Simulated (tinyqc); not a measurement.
# Inputs raised by 5 %, one at a time

Model: chemically amplified photoresist: aerial image, acid generation, bake, development and line width. Computed by tinyqc, a small Python program. Command: `OMP_NUM_THREADS=1 python tinyqc.py 3020952 3020953 out.jsonl resist sens`. One thread of a shared host (Intel(R) Xeon(R) Processor @ 2.30GHz), about 0.05 s of CPU time with the checks.

Lines and spaces of pitch p with a two-beam-like image; x = 0 is the middle of the bright space. The resist is positive and treated as uniform in depth.

Inputs (values chosen for the exercise, for a model resist at 13.5 nm):
```
quantity                                         value     unit
pitch p                                             42       nm
image contrast c                                  0.86        -
mean dose E                                       18.4  mJ/cm^2
Dill parameter C                                 0.023  cm^2/mJ
quencher load q, relative to the acid generator   0.18        -
acid diffusivity D                                0.03   nm^2/s
bake time t                                         90        s
amplification rate k_amp                         0.027      1/s
threshold protection m_th                         0.54        -
development selectivity n                           20        -
largest rate r_max                                 490     nm/s
smallest rate r_min                               0.11     nm/s
resist thickness d                                  31       nm
development time t_d                                60        s
```

Method:
- Dose E(x) = E [1 + c cos(2 pi x/p)]; acid h = 1 - exp(-C E(x)).
- Bake: the acid image is blurred by a Gaussian of variance sigma^2 = 2 D t (each Fourier term k of h, taken on 64 points, is multiplied by exp(-4 pi^2 k^2 D t/p^2)).
- Cosine coefficients: h(x) = sum_k h_k cos(2 pi k x/p).
- The quencher then removes q, h_eff = max(h_blurred - q, 0); protection m = exp(-k_amp t h_eff).
- Mack rate r = r_max (a + 1)(1 - m)^n/(a + (1 - m)^n) + r_min, a = ((n + 1)/(n - 1))(1 - m_th)^n.
- Edge: vertical development clears the film where r t_d >= d; the space width is twice the x where r = d/t_d.
- Dose sensitivity = d ln(width)/d ln E from widths at 1.005 E and E/1.005; image log-slope at the edge = |d ln E/dx|, normalised by the width (NILS); latitude for 10 % of width = 10 %/sensitivity.

Runs:
```
input moved                                       from       to  space width (nm)  dose sensitivity  dose latitude (%)  blur factor of the first harmonic
base run                                             -        -            20.946           0.76502             13.072                            0.94136
mean dose E (mJ/cm^2)                             18.4    19.32            21.709           0.70448             14.195                            0.94136
image contrast c                                  0.86    0.903            20.921           0.72815             13.733                            0.94136
quencher load q, relative to the acid generator   0.18    0.189            20.409           0.81097             12.331                            0.94136
amplification rate k_amp (1/s)                   0.027  0.02835            21.399           0.72899             13.718                            0.94136
bake time t (s)                                     90     94.5            21.388           0.73104             13.679                            0.93852
development time t_d (s)                            60       63            20.982           0.76203             13.123                            0.94136
threshold protection m_th                         0.54    0.567            21.618           0.71235             14.038                            0.94136
```

Exponents ln(y'/y) / ln(x'/x):
```
input                                            space width  dose sensitivity  dose latitude  blur factor of the first harmonic
mean dose E                                            0.734            -1.690          1.690                              0.000
image contrast c                                      -0.024            -1.012          1.012                              0.000
quencher load q, relative to the acid generator       -0.532             1.196         -1.196                              0.000
amplification rate k_amp                               0.439            -0.989          0.989                              0.000
bake time t                                            0.428            -0.931          0.931                             -0.062
development time t_d                                   0.036            -0.080          0.080                              0.000
threshold protection m_th                              0.648            -1.462          1.462                              0.000
```

Which inputs matter most for each result?

Among the inputs moved here: space width answers most in size to mean dose E (exponent +0.734), next to threshold protection m_th (+0.648). Dose sensitivity answers most in size to mean dose E (exponent -1.690), next to threshold protection m_th (-1.462). Dose latitude answers most in size to mean dose E (exponent +1.690), next to threshold protection m_th (+1.462). Blur factor of the first harmonic answers most in size to bake time t (exponent -0.062); its exponent is below 0.0005 for mean dose E, image contrast c, quencher load q, relative to the acid generator, amplification rate k_amp, development time t_d, threshold protection m_th.

Caution (all rows): lateral development, standing waves and the joint diffusion of acid and quencher are left out, so widths are indicative.
